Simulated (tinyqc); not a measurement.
The 3-omega method: a line heater on a substrate with a thin film: one step, computed by the program tinyqc.

A current at angular frequency omega = 2 pi f heats the line at 2 omega with the amplitude P per length; the temperature swing Delta T at 2 omega gives a voltage at 3 omega. The substrate is taken as semi-infinite and isotropic, and the heat capacity of heater and film is left out.

Question. Penetration depth. D = kappa/C; q = sqrt(2 i omega/D); penetration depth 1/|q| = sqrt(D/(2 omega)).

Inputs (values chosen for the exercise, modelled on amorphous silicon on gallium arsenide):
```
quantity                      value           unit
substrate conductivity kappa   47.6        W/(m K)
substrate heat capacity C      1.71  1e6 J/(m^3 K)
heater half-width b             3.1     micrometre
current frequency f            1600             Hz
substrate thickness d_s         725     micrometre
```

Give: diffusivity D; penetration depth; |q| b; penetration depth / d_s.

Answer.

diffusivity D = 27.84 mm^2/s

penetration depth = 37.21 micrometre

|q| b = 0.08331

penetration depth / d_s = 0.05132
